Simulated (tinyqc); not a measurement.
# A stack of flat layers between unequal leads with mass mismatch, transfer matrices, step by step

Program tinyqc, `OMP_NUM_THREADS=1 python tinyqc.py 2560108 2560109 out.jsonl`; Intel Xeon 2.30GHz, shared host, one thread, about 0.01 s. Printed values are rounded.

One electron of energy E comes from the left lead (band edge 0); no transverse momentum. Parabolic bands, masses in units of m0, C = hbar^2/(2 m0); psi and psi'/m are continuous at every interface. The layers follow each other from left to right, then the right lead.

Inputs (values chosen for the exercise); masses and band edges of a made-up stack:
- mL = 0.041 m0 (mass in the left lead)
- U = [1.13, 0.08] eV (band edges of the layers, left to right)
- m = [0.13, 0.08] m0 (masses of the layers)
- d = [0.3, 0.3] nm (widths of the layers)
- UR = -0.12 eV (band edge of the right lead)
- mR = 0.084 m0 (mass in the right lead)
- E = 1.627 eV (electron energy)

Constants: q = 1.602176634e-19 C, hbar = 1.054571817e-34 J s, m0 = 9.1093837015e-31 kg, hbar^2/(2 m0) = 0.0380998212 eV nm^2. Results are converted to the units shown.

Range of the model: Masses are held fixed, although real bands cease to be parabolic a few tenths of an eV from their edges (inside a barrier too). Layers thinner than about 0.8 nm hold only a few atomic planes, where an effective mass is a rough description.

## Wave numbers

k = sqrt(m (E - U)/C) where E > U, K = sqrt(m (U - E)/C) where E < U; v = k/m in the leads.

Layers:
```
,U (eV),m (m0),d (nm),k or K (1/nm),which
1,1.13,0.13,0.3,1.30223,k
2,0.08,0.08,0.3,1.80231,k
```

vL = 32.2731 1/nm
vR = 23.3639 1/nm

## Matrices of the layers

For the pair (psi, psi'/m) a flat layer has M = [[cos kd, (m/k) sin kd], [-(k/m) sin kd, cos kd]] with k = sqrt(m (E - U)/C) above its edge U, and M = [[cosh Kd, (m/K) sinh Kd], [(K/m) sinh Kd, cosh Kd]] with K = sqrt(m (U - E)/C) below it. M12 is in nm, M21 in 1/nm.

M of layer 1:
```
,1,2
1,0.924654,0.0380155
2,-3.81462,0.924654
```

M of layer 2:
```
,1,2
1,0.857353,0.0228476
2,-11.5963,0.857353
```

## Product of the matrices

The matrix of the later layer stands to the left: M = M_n ... M_2 M_1; det M = 1.

M:
```
,1,2
1,0.705600,0.0537188
2,-13.9930,0.351918
```

## Transmission and reflection

The matrix M carries (psi, psi'/m) across the stack, and v = k/m in each lead. psi = 1 + r at the left edge (incident amplitude 1) and t at the right edge. With det M = 1, a = i vR M11 - M21 and b = -vL vR M12 - i vL M22: t = 2 i vL/(a - b), r = -(a + b)/(a - b), T(E) = (vR/vL) |t|^2, R(E) = |r|^2.

t = 0.479844+0.939219i
r = 0.347661-0.271716i
T(E) = 0.805302
R(E) = 0.194698

T(E) + R(E) = 1: the current is conserved.
